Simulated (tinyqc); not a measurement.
Implant damage, amorphisation by cascade overlap, and solid-phase epitaxial regrowth: one step, computed by the program tinyqc.

Range and width of the damage are inputs. Dynamic annealing enters only through the surviving share f.

Problem. Isothermal regrowth. v = v0 x orientation factor x exp(-E_a/(k_B T)) x [1 + (enhancement - 1) exp(-(z - R_d)^2/(2 s_d^2))], T = anneal temperature + 273.15 K; the dopant is taken to follow the damage profile; the lower front moves from the lower edge z2 to the surface, or to the middle (z1 + z2)/2 of a buried layer with upper edge z1; time = int dz/v; the equivalent undoped distance is that time times the undoped velocity.

Inputs (values chosen for the exercise, modelled on phosphorus ions in silicon):
```
quantity                           value  unit
depth of the damage peak R_d          11    nm
width of the damage profile s_d      6.3    nm
regrowth prefactor v0            4.4e+15  nm/s
regrowth energy E_a                 2.69    eV
anneal temperature                   598     C
rate relative to (100)                 1     -
peak enhancement by the dopant        11     -
```

lower edge = 22.82585 nm

upper edge = 0 nm

Constants: k_B = 8.617333262e-05 eV/K.

Give: undoped velocity; distance to regrow; time without enhancement; equivalent undoped distance; time with enhancement.

Solution.

undoped velocity = 1.2058 nm/s

distance to regrow = 22.826 nm

time without enhancement = 18.931 s

equivalent undoped distance = 3.6180 nm

time with enhancement = 3.0006 s

The rate doubles for each 17 K or so near this temperature.
